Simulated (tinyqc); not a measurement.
What moves the results: configuration-coordinate model of carrier capture at a defect. A value that a table varies takes the place of the one given here.

Two parabolas of equal curvature k in one coordinate Q: with the carrier free at the band edge, U_f = k Q^2/2; with the carrier trapped, U_t = k (Q - dQ)^2/2 - ET. ER = k dQ^2/2, Huang-Rhys factor S = ER/hw, hw = 0.0646541 sqrt(k/M) eV for k in eV/angstrom^2 and M in u. The curves cross at a height Eb = (ER - ET)^2/(4 ER) above the free minimum.

Multiphonon factor for giving p = ET/hw phonons to the lattice: W = exp(-S (2 nb + 1)) ((nb + 1)/nb)^(p/2) I_p(x), nb = 1/(exp(hw/kT) - 1), x = 2 S sqrt(nb (nb + 1)), I_p the modified Bessel function. Classical limit: W = hw exp(-Eb/kT)/sqrt(4 pi ER kT). At T = 0: exp(-S) S^p/Gamma(p + 1).

Constants: kB = 8.617333262e-05 eV/K.

Parameters, chosen for this exercise (of the size met at a deep level in GaN; shifted at random, so the results belong to these values and not to a real crystal): ET = 1 eV (thermal depth of the level below the band edge); ER = 0.65 eV (relaxation energy); hw = 0.047 eV (phonon energy of the mode); T = 400 K (temperature).

## Capture against temperature

The local activation energy is -d ln W/d(1/kT), by central differences with T changed by 1 %.

Against T:
```
T (K),kT/hw,log10 W,"log10 W, classical",activation energy (eV)
40,0.073,-1.811,-6.489,0.0000
60,0.110,-1.811,-4.598,0.0000
80,0.147,-1.810,-3.671,0.0001
120,0.220,-1.801,-2.770,0.0011
160,0.293,-1.780,-2.338,0.0033
220,0.403,-1.735,-2.002,0.0077
300,0.550,-1.673,-1.782,0.0130
400,0.733,-1.610,-1.646,0.0169
550,1.008,-1.549,-1.554,0.0175
```

log10 W at T = 0 = -1.811
Eb = 0.0471 eV

What does this show?

At 40 K log10 W is -1.81, against -1.81 at T = 0 and -6.5 classically; at 550 K the two forms differ by 0.00. The activation energy read from an Arrhenius plot goes from 0.000 eV at 40 K to 0.018 at 550 K, with its largest value 0.018 at 550 K, against Eb = 0.047 eV; the classical form itself gives Eb - kT/2. A measured slope therefore understates the barrier.

## Capture against depth of the level

ET is varied at fixed ER, hw and T, as by moving the band edge with alloying or pressure.

Against ET:
```
ET/ER,ET (eV),Eb (eV),log10 W,"log10 W, classical"
0.10,0.065,0.1316,-2.618,-2.711
0.25,0.163,0.0914,-2.123,-2.204
0.50,0.325,0.0406,-1.518,-1.565
0.75,0.487,0.0102,-1.178,-1.181
1.00,0.650,0.0000,-1.082,-1.053
1.25,0.812,0.0102,-1.210,-1.181
1.50,0.975,0.0406,-1.542,-1.565
2.00,1.300,0.1625,-2.745,-3.100
3.00,1.950,0.6500,-6.915,-9.242
```

What does this show?

Capture is fastest at ET/ER = 1 among these rows, where the barrier vanishes or nearly so. The classical form is symmetric about ET = ER; the quantum one gives -1.52 at 0.5 and -1.54 at 1.5, against -1.56 for both. At ET = 3 ER it lies 2.3 decades above the classical value: deep levels capture by emitting many phonons, and the rate falls with depth by 6.4 decades per eV between the last two rows. Rows deeper than the gap of the host are formal.

## What each parameter does

Eb, log10 W and the full width 2.35482 sqrt(ER hw coth(hw/2kT)). Each row changes one parameter from the base and keeps the others.

Results:
```
case,Eb (eV),log10 W,full width (eV)
base,0.0471,-1.610,0.5346
ET = 1.04 eV,0.0585,-1.727,0.5346
ER = 0.7 eV,0.0321,-1.467,0.5548
hw = 0.0564 eV,0.0471,-1.520,0.5492
T = 430 K,0.0471,-1.595,0.5495
```

How do the results move?

The largest shifts from the base row, up to three for each result and ties (the steps differ in size, so this ranks the rows, not the parameters). Eb (eV): ER -0.0150, ET +0.0114; unchanged at the printed digits by hw and T. log10 W: ER +0.142, ET -0.118, hw +0.090. full width (eV): ER +0.0202, T +0.0149, hw +0.0145; unchanged at the printed digits by ET.

Program tinyqc; command `OMP_NUM_THREADS=1 python tinyqc.py 1450198 1450199 out.jsonl`; about 0.01 s on one thread of a shared Intel(R) Xeon(R) Processor @ 2.30GHz.
